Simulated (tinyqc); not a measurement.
A particle near a wafer in liquid: double-layer and van der Waals forces (DLVO), deposition barrier and removal: one step, computed by the program tinyqc.

Sphere and flat wall, Derjaguin approximation, constant potentials in the linear-superposition form, no retardation and no hydration force.

Problem. The curve. U(h) = Z R exp(-kappa h) - A R/(6 h); F(h) = -dU/dh = kappa Z R exp(-kappa h) - A R/(6 h^2), positive for repulsion.

Inputs (values chosen for the exercise, of the order of those for alumina on silica in water): particle radius R = 410 nm; Hamaker constant A = 1.1e-20 J; temperature T = 298 K.

kappa = 1.316069 1/nm

Z = -11.87567 pN

Constants: k_B = 1.380649e-23 J/K.

Give: the table «Against the gap» with the columns kappa h, U (k_B T), F (pN), for h (nm) = 0.4, 0.6, 1.0, 1.5, 2.5, 4.0, 7.0, 12.0, 20.0, 40.0.

Solution.

Against the gap:

| h (nm) | kappa h | U (k_B T) | F (pN) |
|---|---|---|---|
| 0.4 | 0.53 | -1156 | -8.483e+03 |
| 0.6 | 0.79 | -842 | -4.997e+03 |
| 1.0 | 1.32 | -500 | -2.470e+03 |
| 1.5 | 1.97 | -286 | -1.224e+03 |
| 2.5 | 3.29 | -117 | -3.589e+02 |
| 4.0 | 5.26 | -52 | -8.013e+01 |
| 7.0 | 9.21 | -26 | -1.598e+01 |
| 12.0 | 15.79 | -15 | -5.221e+00 |
| 20.0 | 26.32 | -9 | -1.879e+00 |
| 40.0 | 52.64 | -5 | -4.698e-01 |

Caution: in rows with kappa h below 1 linear superposition is only rough.
